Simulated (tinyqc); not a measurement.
# Memristor with linear dopant drift, Joglekar window, step by step

Program tinyqc, `OMP_NUM_THREADS=1 python tinyqc.py 2880135 2880136 out.jsonl`; Intel Xeon 2.30GHz, shared host, one thread, about 0.3 s. Printed values are rounded.

A film of thickness D has a doped share x: R = Ron x + Roff (1 - x), i = v/R, dx/dt = k i F with k = mv Ron/D^2 and F = 1 - (2 x - 1)^(2 p). The drive is v = V0 sin(2 pi f t). The model has no threshold and no heating.

Parameters, values chosen for the exercise: resistance of the fully doped film Ron = 50 ohm; resistance of the undoped film Roff = 16000 ohm; film thickness D = 10 nm; dopant mobility mv = 1.1e-14 m^2/(V s); doped share at t = 0 x0 = 0.22; amplitude V0 = 0.6 V; window exponent p = 1; frequency f = 0.3 Hz.

## Rate constant, charge and flux scales

k = mv Ron/D^2; R0 = R(x0); without a window the film fills (x = 1) after the charge (1 - x0)/k and the flux (R0^2 - Ron^2)/(2 k (Roff - Ron)); half a period supplies the flux V0/(pi f).

k = 5500 1/C
R0 = 12491.00 ohm
charge to fill = 141.8182 uC
flux to fill = 0.8892709 V s
flux of half a period = 0.6366198 V s

Half a period supplies 71.6 % of the flux to fill.

## Step 1: one Runge-Kutta step

x at step 0 = 0.22
j = 0

Step h = 1/(12 f), from t = j h. With g(t, x) = dx/dt: k1 = g(t, x), k2 = g(t + h/2, x + h k1/2), k3 = g(t + h/2, x + h k2/2), k4 = g(t + h, x + h k3), x(new) = x + h (k1 + 2 k2 + 2 k3 + k4)/6.

k1..k4 (1/s): 0.00000000  0.04693429  0.04832333  0.09619551
x at step 1 = 0.2332736

## Step 2: one Runge-Kutta step

j = 1

As before.

k1..k4 (1/s): 0.0961340  0.1437252  0.1475719  0.1957238
x at step 2 = 0.2737575

## Step 3: one Runge-Kutta step

j = 2

As before.

k1..k4 (1/s): 0.1953617  0.2394547  0.2443187  0.2813834
x at step 3 = 0.3406229

## One period

The 12 Runge-Kutta steps against a converged integration; i uses the converged x.

One period:
```
j     v (V)  x, coarse steps  x, converged  i (uA)
0    0.0000           0.2200        0.2200    0.00
1    0.3000           0.2333        0.2333   24.43
2    0.5196           0.2738        0.2738   44.67
3    0.6000           0.3406        0.3406   56.78
4    0.5196           0.4238        0.4238   56.23
5    0.3000           0.4972        0.4972   37.18
6    0.0000           0.5271        0.5271    0.00
7   -0.3000           0.4972        0.4972  -37.18
8   -0.5196           0.4238        0.4238  -56.23
9   -0.6000           0.3406        0.3406  -56.78
10  -0.5196           0.2737        0.2738  -44.67
11  -0.3000           0.2333        0.2333  -24.43
12   0.0000           0.2200        0.2200    0.00
```

The current vanishes with the voltage (pinched loop). At the same voltage, j = 2 and 4, it is 44.7 uA on the way up and 56.2 uA on the way down. x peaks at 0.5271 at half period and ends at 0.2200, its starting value: the state is a function of the flux alone. The coarse steps miss by at most 8.7e-6.
